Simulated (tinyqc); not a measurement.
Length of a polyene: Hueckel, PPP and singles CI along the polyenes. Computed by the program tinyqc. 

All-trans chains of carbon centres 1.40 angstrom apart:
```
parameter                               value
beta (eV), times 1 +/- alternation  -2.200000
alternation                          0.100000
W (eV)                              11.160000
gamma_rr (eV)                       10.680000
repulsion formula                        Ohno
```

Hueckel uses the same beta without repulsion; CIS keeps all single excitations and so misses the low, doubly excited 2Ag state. W is the valence ionisation energy of a centre, MN the Mataga-Nishimoto formula, f the oscillator strength.

Gaps and excitations (eV):
```
centres  Hueckel gap  PPP orbital gap  bright singlet (CIS)      f  lowest triplet (CIS)
2              4.840           12.249                 6.476  0.555                 3.204
4              3.249            9.943                 5.158  1.011                 2.370
6              2.522            8.792                 4.389  1.396                 1.976
8              2.112            8.121                 3.903  1.738                 1.768
10             1.850            7.692                 3.575  2.050                 1.646
12             1.670            7.401                 3.344  2.345                 1.570
14             1.540            7.194                 3.176  2.629                 1.520
```

The Hueckel gap tends to 4 x alternation x |beta| = 0.88 eV for long chains. Exchange opens the PPP orbital gap, and the attraction of electron and hole brings the bright state 4.02 eV below it at 14 centres; the triplet lies 1.66 eV lower still.
